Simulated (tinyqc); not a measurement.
# MOS inversion layer, Poisson-Schroedinger loop: effects of single changes

Electrons confined at an insulator interface at z = 0, treated as a hard wall; parabolic valleys, Hartree approximation, no image or exchange terms. The depletion charge lies far deeper than the electrons and gives a uniform field q Nd/(eps0 eps_r); the gate balances all charge. Energies are counted from the band edge at the interface.

Inputs (values chosen for the exercise); masses and permittivity close to those of germanium (111):
- T = 77 K (temperature)
- eps_r = 15.9 (relative permittivity)
- mz1 = 1.62 m0 (mass along z of valley set A (1 valley(s)))
- md1 = 0.0813 m0 (in-plane density-of-states mass of set A)
- mz2 = 0.0909 m0 (mass along z of valley set B (3 valley(s)))
- md2 = 0.334 m0 (in-plane density-of-states mass of set B)
- Ns = 4e12 cm^-2 (sheet density of electrons)
- Nd = 1.8e11 cm^-2 (sheet density of depletion charge)
- dE = 0 eV (extra shift of set B (strain))

Constants: q = 1.602176634e-19 C, kB = 1.380649e-23 J/K, hbar = 1.054571817e-34 J s, m0 = 9.1093837015e-31 kg, Vt = kB T/q, eps0 = 8.8541878128e-14 F/cm where lengths are in cm, hbar^2/(2 m0) = 0.0380998212 eV nm^2. Results are converted to the units shown.

Each table varies one quantity; the others keep the values above.

## Effect of the sheet density of depletion charge

Schroedinger equation -(C/mz) psi'' + (V0 + U + dE for set B) psi = E psi, C = hbar^2/(2 m0), psi(0) = 0, on a uniform mesh of 800 nodes with a far wall at 45 nm, 8 levels a set; V0 = q Nd z/(eps0 eps_r); dU/dz = q (Ns - integral of n from 0 to z)/(eps0 eps_r), U(0) = 0; N_k = g md m0 q Vt/(pi hbar^2) ln(1 + exp((EF - E_k)/Vt)), g the number of valleys of the set, sum N_k = Ns. Triangular well: E_k = a_k (C F^2/mz)^(1/3), a_1 = 2.338107, a_2 = 4.087949, C = hbar^2/(2 m0), F in eV/nm. Fang-Howard (all electrons in the lowest level of set A): b^3 = 6 (mz1/C) q (Nd + 11 Ns/32)/(eps0 eps_r), centroid 3/b, level C b^2/(4 mz1) + (3/b) q (Nd + 11 Ns/16)/(eps0 eps_r). The centroid adds 3.9 z_av/eps_r to an oxide-equivalent thickness.

Results:

| Nd (cm^-2) | A1 (meV) | B1 (meV) | EF (meV) | share of A1 (%) | share of set A (%) | centroid z_av (nm) | added oxide equivalent (nm) | Fang-Howard centroid (nm) |
|---|---|---|---|---|---|---|---|---|
| 1e11 | 78.5 | 146 | 140 | 52.1 | 76.9 | 3.20 | 0.786 | 1.85 |
| 1.7e11 | 79.4 | 148 | 142 | 52.9 | 78.1 | 3.04 | 0.745 | 1.82 |
| 3.1e11 | 81.2 | 153 | 145 | 54.6 | 80.3 | 2.81 | 0.689 | 1.77 |
| 5.3e11 | 84.0 | 160 | 151 | 57.2 | 83.8 | 2.54 | 0.623 | 1.70 |
| 9.4e11 | 89.0 | 174 | 162 | 61.9 | 89.7 | 2.18 | 0.534 | 1.59 |
| 2.9e12 | 113 | 242 | 203 | 76.6 | 99.8 | 1.45 | 0.355 | 1.30 |
| 5e12 | 137 | 310 | 237 | 84.9 | 100 | 1.19 | 0.292 | 1.13 |

Estimate the missing row, Nd = 1.6e12 cm^-2.

Computed row:

| Nd (cm^-2) | A1 (meV) | B1 (meV) | EF (meV) | share of A1 (%) | share of set A (%) | centroid z_av (nm) | added oxide equivalent (nm) | Fang-Howard centroid (nm) |
|---|---|---|---|---|---|---|---|---|
| 1.6e12 | 97.1 | 197 | 178 | 68.4 | 96.2 | 1.80 | 0.442 | 1.46 |

With this row back in the table: As Nd goes from 1e11 to 5e12, A1 rises from 78.5 to 137 meV, the share of A1 rises from 52.1 to 84.9 % and the centroid falls from 3.20 to 1.19 nm. A1 goes as Nd^(0.35) between the last two rows (a triangular well in the field of that charge alone gives 2/3). The Fang-Howard centroid is 42 % below the full one in the first row, where A1 holds 52.1 %, and 4.7 % below it in the last, where A1 holds 84.9 %.

## Effect of the sheet density of electrons

Schroedinger equation -(C/mz) psi'' + (V0 + U + dE for set B) psi = E psi, C = hbar^2/(2 m0), psi(0) = 0, on a uniform mesh of 800 nodes with a far wall at 69 nm, 8 levels a set; V0 = q Nd z/(eps0 eps_r); dU/dz = q (Ns - integral of n from 0 to z)/(eps0 eps_r), U(0) = 0; N_k = g md m0 q Vt/(pi hbar^2) ln(1 + exp((EF - E_k)/Vt)), g the number of valleys of the set, sum N_k = Ns.

Effect of the sheet density of electrons:

| Ns (cm^-2) | A1 (meV) | B1 (meV) | EF (meV) | share of A1 (%) | share of set A (%) | centroid z_av (nm) | added oxide equivalent (nm) | Fang-Howard centroid (nm) |
|---|---|---|---|---|---|---|---|---|
| 1e11 | 14.0 | 33.7 | 4.28 | 46.8 | 66.1 | 5.97 | 1.46 | 3.51 |
| 2.1e11 | 17.1 | 39.0 | 13.8 | 50.8 | 69.5 | 5.47 | 1.34 | 3.33 |
| 4.5e11 | 23.0 | 48.8 | 27.8 | 55.6 | 73.8 | 4.80 | 1.18 | 3.03 |
| 9.7e11 | 33.8 | 66.8 | 50.0 | 58.5 | 77.5 | 4.09 | 1.00 | 2.63 |
| 2.1e12 | 53.0 | 100 | 88.3 | 57.0 | 79.2 | 3.47 | 0.851 | 2.18 |
| 4.4e12 | 84.6 | 158 | 152 | 52.3 | 77.9 | 2.96 | 0.725 | 1.76 |
| 9.4e12 | 139 | 264 | 267 | 46.2 | 73.0 | 2.49 | 0.612 | 1.40 |
| 2e13 | 231 | 450 | 466 | 39.9 | 65.6 | 2.08 | 0.510 | 1.10 |

Read the table: what changes, and by how much?

As Ns goes from 1e11 to 2e13, A1 rises from 14.0 to 231 meV, the share of A1 goes from 46.8 through a maximum of 58.5 (at Ns = 9.7e11 among the rows listed) to 39.9 % and the centroid falls from 5.97 to 2.08 nm. A1 goes as Ns^(0.67) between the last two rows (a triangular well in the field of that charge alone gives 2/3). EF lies more than 2 meV above A1 for Ns = 4.5e11, 9.7e11, 2.1e12, 4.4e12, 9.4e12, 2e13. The Fang-Howard centroid is 41 % below the full one in the first row, where A1 holds 46.8 %, and 47 % below it in the last, where A1 holds 39.9 %.

Program tinyqc, `OMP_NUM_THREADS=1 python tinyqc.py 2160121 2160122 out.jsonl`; Intel Xeon 2.30GHz, shared host, one thread, about 1 s.
